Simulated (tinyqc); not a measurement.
Worked calculation: square lattice in a magnetic field (Harper-Hofstadter model). Values are carried at full precision from step to step, so a last printed digit may differ when a step is redone from the rounded ones.

Constants: h/e = 413566.7697 T angstrom^2.

Parameters, chosen for this exercise: p = 3 (flux per plaquette p/q, in units of h/e); q = 4; a = 800 angstrom (period); tx = 1.8 meV (hopping along x); ty = 0.6 meV (hopping along y); k = (0.42, 0.54) (kx, ky).

## The field behind the flux

B = (p/q)(h/e)/a^2, and the field for one flux quantum a cell.

B = 0.4846 T
field for one quantum = 0.6462 T

## The Harper matrix

Landau gauge, lattice period 1: the magnetic cell has q sites j = 0 to q - 1 along x. H_jj = -2 ty cos(ky + 2 pi p j/q), H_(j,j+1) = -tx, and the bond from q - 1 back to 0 is H_(q-1,0) = -tx exp(i q kx). The levels depend on k only through cos(q kx) and cos(q ky), so the band edges lie at (0, 0) and (pi/q, pi/q).

Fill it in at the given k.

H(k) (meV), lower triangle (Hermitian):
```
                0        1        2       3
0         -1.0293
1         -1.8000  -0.6170
2               0  -1.8000   1.0293
3  0.1962-1.7893i        0  -1.8000  0.6170
```

## Levels at that k

Diagonalise; the trace is a check.

levels (meV): -3.5364  -1.3762  1.3762  3.5364

trace = 0.0000 meV

## Band edges

Diagonalise at (0, 0) and (pi/q, pi/q).

Bands (meV):

| band | bottom | top | width | gap above |
|---|---|---|---|---|
| 1 | -3.7947 | -3.2023 | 0.5924 | 1.1663 |
| 2 | -2.0360 | 0.0000 | 2.0360 | 0.0000 |
| 3 | 0.0000 | 2.0360 | 2.0360 | 1.1663 |
| 4 | 3.2023 | 3.7947 | 0.5924 | - |

The bands cover 5.257 meV of the zero-field width 4 (tx + ty) = 9.6 meV. For even q the two middle bands touch at E = 0.

## Hall conductance of the gaps

Gap r (r bands filled) has sigma_xy = t_r e^2/h in size and relative sign, where r = q s_r + p t_r with integers and |t_r| <= q/2; the Chern number of band r is t_r - t_(r-1), with t_0 = t_q = 0. The closed middle gap of even q has no unique t and is marked by a dash, as are the two bands that touch.

Integers:

| r | t_r | s_r | Chern number of band r |
|---|---|---|---|
| 1 | -1 | 1 | -1 |
| 2 | - | - | - |
| 3 | 1 | 0 | - |
| 4 | 0 | 1 | -1 |

The first gap carries t = -1; a single Landau level would carry 1. Flux (q - 1)/q equals -1/q, so this is the Landau level of the reversed field.

## Checks

- Size of the Chern number of band 1 from plaquette phases against the integer equation: both 1.00.

Program tinyqc; command `OMP_NUM_THREADS=1 python tinyqc.py 1251159 1251160 out.jsonl`; about 0.02 s on one thread of a shared Intel(R) Xeon(R) Processor @ 2.30GHz.
